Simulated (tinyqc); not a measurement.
Worked calculation: ellipsoidal valleys in the axes of a wafer and a channel. Values are carried at full precision from step to step, so a last printed digit may differ when a step is redone from the rounded ones.

Valleys with axes a along x, y and z, one whole valley each; inverse mass tensor w = 1/mt + (1/ml - 1/mt) a a. Device axes: z = nz/|nz|, x = nx/|nx|, y = z cross x; in them a = (ax, ay, az). Confinement mass mz = 1/w_zz. In the plane w_ij is replaced by u_ij = w_ij - w_iz w_jz/w_zz (i, j = x, y); density-of-states mass md = 1/sqrt(det u); conductivity mass along x mc = 1/u_xx; ballistic transport mass mx = u_yy/det u, width mass my = 1/u_yy.

Constants: hbar^2/2m0 = 3.80998211 eV angstrom^2; kB = 8.617333262e-05 eV/K.

Inputs chosen for the exercise (near those of the X valleys of AlAs; shifted at random, so the results belong to these values and not to a real crystal): ml = 1.069 m0 (longitudinal mass); mt = 0.195 m0 (transverse mass); nz = (1, 1, 0) (surface normal (confinement)); nx = (1, -1, 1) (channel direction); t = 5.6 nm (thickness of the film); T = 300 K (temperature).

## Device axes and valley axes

Give the rows x, y, z in cubic components and each valley axis in device components.

device axes:
```
    [100]    [010]    [001]
x  0.5774  -0.5774   0.5774
y  0.4082  -0.4082  -0.8165
z  0.7071   0.7071   0.0000
```

valley axes:
```
        ax       ay      az
x   0.5774   0.4082  0.7071
y  -0.5774  -0.4082  0.7071
z   0.5774  -0.8165  0.0000
```

## Tensors of the valley y

Form w and the reduced tensor u.

w (1/m0):
```
         x        y       z
x   3.7306  -0.9882  1.7117
y  -0.9882   4.4294  1.2103
z   1.7117   1.2103  3.0318
```

u (1/m0):
```
         x        y
x   2.7643  -1.6716
y  -1.6716   3.9462
```

The axis is tilted against the normal, so w_xz or w_yz is not zero and the reduction changes the masses in the plane.

## Masses of all valleys

Give mz, md, mc, mx and my.

Masses (m0):

| valley | mz | md | mc | mx | my |
|---|---|---|---|---|---|
| x | 0.3298 | 0.3511 | 0.3618 | 0.4863 | 0.2534 |
| y | 0.3298 | 0.3511 | 0.3618 | 0.4863 | 0.2534 |
| z | 0.1950 | 0.4566 | 0.2681 | 0.4863 | 0.4286 |

mz md^2 = ml mt^2 = 0.04065 for every valley, so a heavy confinement mass comes with a small density of states. The heaviest mz is 0.330, for x and y.

## Subbands and shares in a film

Hard walls: E_n = c (n pi/t)^2/mz, c = hbar^2/2m0, n = 1, 2, 3. Non-degenerate share of a valley proportional to md sum_n exp(-E_n/kT); mean 1/mc = sum of share/mc. 1 nm = 10 angstrom.

Give the ladders, the shares and the mean conductivity mass.

Subbands:

| valley | E1 (meV) | E2 (meV) | E3 (meV) | share |
|---|---|---|---|---|
| x | 36.4 | 145.4 | 327.2 | 0.402 |
| y | 36.4 | 145.4 | 327.2 | 0.402 |
| z | 61.5 | 246.0 | 553.4 | 0.195 |

mean mc = 0.3387 m0

The lowest ladder (x and y) holds 80 % of the electrons in these valleys, the next starts 25 meV higher.

## Checks

- mz md^2 against ml mt^2: they agree to 1e-10 or better.
- mx my against md^2: they agree to 1e-10 or better.

tinyqc: `OMP_NUM_THREADS=1 python tinyqc.py 1880745 1880746 out.jsonl`; about 0.01 s, one thread, shared Intel(R) Xeon(R) Processor @ 2.30GHz.
